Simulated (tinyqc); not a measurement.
Inside a calculation. Method: plane-wave Kohn-Sham cycle with exchange-only LDA in a layered model solid. One step of it, computed by the program tinyqc.

Question. Iteration 2: Hamiltonian at one k. H(m,m') = (k + G_m)^2/2 delta + V(G_m - G_m'), with V(-G) = V(G).

A solid whose potential varies along x alone (atomic units):
```
parameter,value
period a,5.700000
cross-section of the cell,14.000000
electrons per cell,4
grid points,16
"plane waves -n..n, n",2
k points,3
V1 in V1 cos(2 pi x/a),-0.760000
V2 in V2 cos(4 pi x/a),-0.180000
```

V(G_m), m = 0, 1, 2, ... (hartree): -0.355052  -0.266864  -0.086792  0.000861  -0.000179

k = 0.000000 2 pi / a

Give: H.

Answer.

H (hartree):
```
,-2,-1,+0,+1,+2
-2,2.075,-0.267,-0.087,0.001,0.000
-1,-0.267,0.252,-0.267,-0.087,0.001
+0,-0.087,-0.267,-0.355,-0.267,-0.087
+1,0.001,-0.087,-0.267,0.252,-0.267
+2,0.000,0.001,-0.087,-0.267,2.075
```
